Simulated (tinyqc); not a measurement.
## Capacitance measurement on a leaky thin oxide: effects of series resistance and leakage: readings against frequency

The device is a capacitance C in parallel with a leakage conductance G, in series with Rs and Ls. An impedance meter reports either a parallel pair (Cp, Gp) from Y = 1/Z = Gp + i w Cp or a series pair (Cs, Rm) from Z = Rm + 1/(i w Cs); w = 2 pi f, dissipation D = Gp/(w |Cp|).

EOT = 3.9 tox/eox; CET = EOT + zc + zp; C = 3.9 eps0 A/CET; G = Jg A/Vs. Z = Rs + i w Ls + 1/(G + i w C); CET read from Cp = 3.9 eps0 A/Cp; errors under 0.001 % are printed as 0.

Parameters, values chosen for the exercise; values of the order met in thin-oxide MOS capacitors:
```
symbol,value,unit,meaning
eox,7.63,,relative permittivity of the gate insulator (close to silicon nitride)
tox,3.1,nm,insulator thickness
A,2500,um^2,gate area
zc,0.56,nm,oxide-equivalent thickness added by the accumulation layer
zp,0,nm,oxide-equivalent thickness added by gate depletion
Jg,0.12,A/cm^2,"gate leakage current density, not matched to the thickness"
Vs,0.41,V,voltage for an e-fold rise of the leakage
Rs,6.2,ohm,series resistance
Ls,13,nH,series inductance
```

Constants: eps0 = 8.8541878128e-14 F/cm where lengths are in cm. Results are converted to the units shown.

The same in every row: C (pF) = 40.26.

Readings against frequency:

| f (Hz) | Cp (pF) | Cs (pF) | D | error of Cp (%) | error of Cs (%) | CET read from Cp (nm) |
|---|---|---|---|---|---|---|
| 1000 | 40.25 | 3.373e4 | 28.93 | -9.07e-3 | 8.37e4 | 2.145 |
| 3000 | 40.25 | 3784 | 9.644 | -9.07e-3 | 9300 | 2.145 |
| 10000 | 40.25 | 377.2 | 2.893 | -9.07e-3 | 837 | 2.145 |
| 30000 | 40.25 | 77.69 | 0.9644 | -9.07e-3 | 93.0 | 2.145 |
| 1e5 | 40.25 | 43.62 | 0.2895 | -9.06e-3 | 8.37 | 2.145 |
| 3e5 | 40.25 | 40.63 | 0.09691 | -8.91e-3 | 0.930 | 2.145 |
| 1e6 | 40.25 | 40.29 | 0.03050 | -7.25e-3 | 0.0858 | 2.145 |
| 3e6 | 40.26 | 40.27 | 0.01435 | 7.30e-3 | 0.0279 | 2.144 |
| 1e7 | 40.32 | 40.34 | 0.01861 | 0.173 | 0.208 | 2.141 |
| 3e7 | 40.92 | 41.02 | 0.04892 | 1.65 | 1.89 | 2.110 |

What does the table show?

D goes from 28.9 through a minimum of 0.0144 (at f = 3e6 Hz among the rows listed) to 0.0489; without inductance its minimum lies at f = sqrt(G (1 + G Rs)/Rs)/(2 pi C) = 4.30e6 Hz. The error of Cp goes from -0.00907 to 1.65 % and that of Cs from 83700 to 1.89 %; at low frequency Cp tends to C/(1 + G Rs)^2 and Cs grows as 1 + (G/(w C))^2. One of the two readings is within 2 % of C for f = 1000, 3000, 10000, 30000, 1e5, 3e5, 1e6, 3e6, 1e7, 3e7 Hz. At the highest frequencies Ls raises both readings, by about w^2 Ls C in relative terms. For f = 1000, 3000, 10000 D exceeds 1, where the accuracy of real meters degrades in proportion to sqrt(1 + D^2).

Program tinyqc, `OMP_NUM_THREADS=1 python tinyqc.py 2022135 2022136 out.jsonl`; Intel Xeon 2.30GHz, shared host, one thread, about 0.01 s.
